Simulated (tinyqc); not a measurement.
Threshold-voltage variability of a planar MOSFET, analytic estimates: effect of the channel doping.

Three independent sources add in quadrature: random dopants in the depleted layer, metal-gate grains of two orientations, and roughness of the two gate edges acting through the roll-off VT = VT(long) - Vr exp(-L/l). These are first-order estimates: no three-dimensional electrostatics, no percolation.

ni = sqrt(Nc Nv) exp(-Eg/(2 Vt)), Eg in volts; Cox = 3.9 eps0/ti; Wd = sqrt(4 eps0 eps_r Vt ln(Na/ni)/(q Na)); dopants: s1 = (q/Cox) sqrt(Na Wd/(3 L W)). Grains: Ng = L W/G^2 (at least 1), s2 = dW sqrt(p (1 - p)/Ng). Edges, with exponential correlation and u = W/La: the mean gate length has sL^2 = 2 De^2 (2/u)[1 - (1 - exp(-u))/u]; s3 = sL (Vr/l) exp(-L/l). s = sqrt(s1^2 + s2^2 + s3^2). l and Vr are held fixed.

Inputs (values chosen for the exercise); material values close to those of silicon: temperature T = 300 K; band gap Eg = 1.12 eV; relative permittivity of the semiconductor eps_r = 11.5; conduction-band density of states at T Nc = 2.82e19 cm^-3; valence-band density of states at T Nv = 2.64e19 cm^-3; oxide-equivalent thickness in inversion ti = 1.6 nm; gate length L = 45 nm; gate width W = 98 nm; metal grain size G = 10 nm; work-function difference of the two grain orientations dW = 0.1 eV; share of the orientation of higher work function p = 0.5; rms roughness of one gate edge De = 1.4 nm; correlation length of the roughness La = 20 nm; decay length of the threshold roll-off l = 13 nm; prefactor of the roll-off Vr = 1.6 V.

Constants: q = 1.602176634e-19 C, kB = 1.380649e-23 J/K, Vt = kB T/q, eps0 = 8.8541878128e-14 F/cm where lengths are in cm. Results are converted to the units shown.

The same in every row: s2 (mV) = 7.529; s3 (mV) = 4.363.

Results:
```
Na (cm^-3)  s1 (mV)  s (mV)  s sqrt(L W) (mV um)
1.5e17        7.284   11.35               0.7536
2.6e17        8.427   12.11               0.8044
4.7e17        9.855   13.15               0.8731
8.2e17        11.41   14.35               0.9532
2.6e18        15.47   17.75                1.179
4.5e18        17.87   19.87                1.320
8e18          20.78   22.53                1.496
```

Estimate the missing row, Na = 1.5e18 cm^-3.

Computed row:
```
Na (cm^-3)  s1 (mV)  s (mV)  s sqrt(L W) (mV um)
1.5e18        13.38   15.96                1.060
```

With this row back in the table: As Na goes from 1.5e17 to 8e18 cm^-3, s rises from 11.3 to 22.5 mV. The largest source is the grains in the first row and the dopants in the last. s1 goes on average as Na^(0.26), near the 1/4 expected from Na Wd. For Na = 1.5e17 to 4.7e17 cm^-3 the depletion depth exceeds L, so source and drain share much of the charge and s1 is rough.

Computed by the program tinyqc: `OMP_NUM_THREADS=1 python tinyqc.py 2090096 2090097 out.jsonl`, one thread of a shared Intel Xeon 2.30GHz, about 0.01 s for the whole run.
